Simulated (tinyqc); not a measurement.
Permeation of metal atoms or ions through a thin barrier or dielectric: time lag, field-aided drift and lifetime: one step, computed by the program tinyqc.

The film 0 < x < d is empty at first; C = C0 at x = 0 and C = 0 at x = d. dC/dt = D d2C/dx2.

Task: Time to the critical dose. Steady flux J = (D C0/d) P/(1 - exp(-P)); time lag in units of d^2/D: s_L = [P (1 + exp(-P))/(1 - exp(-P)) - 2]/P^2 (P = 0: J = D C0/d, s_L = 1/6). Dose through the film Q(s) = C0 d {f (s - s_L) - 2 exp(P/2) sum_(n=1..200) (-1)^n n^2 pi^2 exp(-l_n s)/l_n^2}, l_n = n^2 pi^2 + P^2/4, f = P/(1 - exp(-P)) the relative flux. Temperatures in kelvin are T(C) + 273.15. Solve Q = Q_c for s. At the use temperature D and P take T_u, with the same C0 and V; 1 year = 3.15576e7 s.

Inputs (values chosen for the exercise, for a model case: neutral metal atoms through a barrier):
```
quantity,value,unit
thickness d,2.1,nm
prefactor D0,0.021,cm^2/s
activation energy E,1.44,eV
concentration at the source side C0,1.9e+18,1/cm^3
charge number z,0,-
voltage V (positive drives ions across),0,V
critical dose Q_c,8e+11,1/cm^2
test temperature T,225,C
use temperature T_u,85,C
```

Peclet number P = 0

time scale d^2/D = 777.4703 s

Constants: k_B = 8.617333262e-05 eV/K.

Give: s at the critical dose; failure time at T; failure time at T_u.

Result:

s at the critical dose = 2.1717

failure time at T = 1688.4 s

failure time at T_u = 26.494 years

Caution: grain boundaries, pinholes, trapping and space charge are left out; thin real barriers usually fail at defects.
